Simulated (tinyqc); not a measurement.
Heavy doping: band filling, gap narrowing, band tails and the effective intrinsic density: one step, computed by the program tinyqc.

An n-type crystal above its Mott density, with all dopants ionised: n = N_D - N_A, ionised centres N_I = N_D + N_A. Valleys are taken as spherical with mass m_e.

Problem. Screening, narrowing and potential fluctuations. Screening: q^2 = (e/(eps eps_0)) dn/dE_F. Exchange lowers the conduction band by (1/pi) k_F e^2/(4 pi eps_0 eps) (T = 0 Hartree-Fock at k_F, taken as a rigid shift). Screening raises the valence band by (q/2) e^2/(4 pi eps_0 eps) (static Coulomb hole). The narrowing is the sum; electron correlation and carrier-ion shifts are left out. Root-mean-square potential of randomly placed ions: V_rms = (e^2/(4 pi eps_0 eps)) sqrt(2 pi N_I/q).

Inputs (values chosen for the exercise, for a model semiconductor): valleys M_c = 1; dielectric constant eps = 8.19; donor density N_D = 6.8e+18 cm^-3; compensation ratio N_A/N_D = 0.3; temperature T = 300 K.

Conduction band: non-parabolic (Kane).

n = 4.76e+18 cm^-3

dn/dE_F = 9.390946e+19 cm^-3/eV

Constants: e = 1.602176634e-19 C; eps_0 = 8.8541878128e-12 F/m; e^2/(4 pi eps_0) = 14.39964548 eV angstrom; k_B = 8.617333262e-05 eV/K.

Give: screening length 1/q; exchange term; Coulomb-hole term; gap narrowing; V_rms.

Solution.

screening length 1/q = 21.95 angstrom

exchange term = 29.12 meV

Coulomb-hole term = 40.04 meV

gap narrowing = 69.17 meV

V_rms = 61.40 meV

Caution: V_rms exceeds both E_F and k_B T, so band tails reshape the edge. Caution: r_s is above 1.2, where these high-density terms are rough.
